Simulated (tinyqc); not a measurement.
# Vertical double-diffused power MOSFET, components of the on-resistance: On-resistance against the rated breakdown voltage of the drift layer

Stripe cells of pitch Wp + a, two channels a cell. Current flows through the channels, spreads in the accumulation layer, passes the gap between the p bodies and spreads at 45 degrees into the drift layer below them. Low drain voltage, full ionisation.

Triangular field at breakdown with Ec = Kc N^(1/8): BV = eps0 eps_r Ec^2/(2 q N), so N = (eps0 eps_r Kc^2/(2 q BV))^(4/3); W = 2 BV/Ec; mu = mud (T/300 K)^(-bt); rho = 1/(q mu N); ideal resistance rho W. Pitch p = Wp + a, Cox = 3.9 eps0/tox; zero-bias depletion in the gap w0 = sqrt(2 eps0 eps_r Vbi/(q N Nj)), open gap g = a - 2 w0; R_ch = Lc p/(2 mch Cox Vov); R_acc = 0.6 a p/(4 mac Cox Vov), 0.6 being an empirical factor for current leaving the layer along its length; R_gap = (rho/Nj) xp p/g; spreading depth t = min(W, (p - g)/2); R_drift = (rho p/2) ln((g + 2 t)/g) + rho (W - t); R_on = the sum with Rs.

Values chosen for this exercise; bulk values close to those of 4H silicon carbide:
```
symbol  value                    unit                                             meaning
T         300                       K                                         temperature
eps_r    9.96                                                       relative permittivity
Kc      22600  V/cm per (cm^-3)^(1/8)                             critical-field constant
mud       817              cm^2/(V s)                             drift mobility at 300 K
bt        2.5                                  temperature exponent of the drift mobility
tox        59                      nm                    gate oxide thickness (eps_r 3.9)
Vov        11                       V                                      gate overdrive
mch        15              cm^2/(V s)                                    channel mobility
mac        57              cm^2/(V s)                         accumulation-layer mobility
Lc        0.4                      um                                      channel length
Wp          3                      um  width of the p body in one cell, channels included
a         4.5                      um                   gap between neighbouring p bodies
xp        0.6                      um                                 depth of the p body
Nj          1                                     doping of the gap over the drift doping
Vbi      2.98                       V               built-in voltage of the body junction
Rs       0.16               mohm cm^2                    substrate and contact resistance
```

Constants: q = 1.602176634e-19 C, eps0 = 8.8541878128e-14 F/cm where lengths are in cm. Results are converted to the units shown.

The same in every row: R_ch (mohm cm^2) = 1.553; R_acc (mohm cm^2) = 1.380.

Results:
```
BV (V)  R_gap (mohm cm^2)  R_drift (mohm cm^2)  R_on (mohm cm^2)  ideal (mohm cm^2)  largest term
300               0.01072              0.02554             3.129            0.02000       channel
490               0.02145              0.08012             3.194            0.06818       channel
800               0.04366               0.2590             3.395             0.2322       channel
2100               0.1955                2.747             6.035              2.592         drift
3500               0.4843                9.742             13.32              9.297         drift
5600                1.339                31.46             35.89              30.10         drift
9200                8.556                110.4             122.1              104.1         drift
```

Estimate the missing row, BV = 1300 V.

Computed row:
```
BV (V)  R_gap (mohm cm^2)  R_drift (mohm cm^2)  R_on (mohm cm^2)  ideal (mohm cm^2)  largest term
1300              0.09077               0.8442             4.028             0.7817       channel
```

With this row back in the table: R_on rises from 3.13 to 122 mohm cm^2. The channel term is the largest at BV = 300, the drift term from 2100 on. R_on is 156 times the ideal drift resistance in the first row and 1.17 times in the last. The ideal resistance goes as BV^(2.50), and R_on as BV^(2.47) between the last two rows.

Program tinyqc, `OMP_NUM_THREADS=1 python tinyqc.py 2230069 2230070 out.jsonl`; Intel Xeon 2.30GHz, shared host, one thread, about 0.01 s.
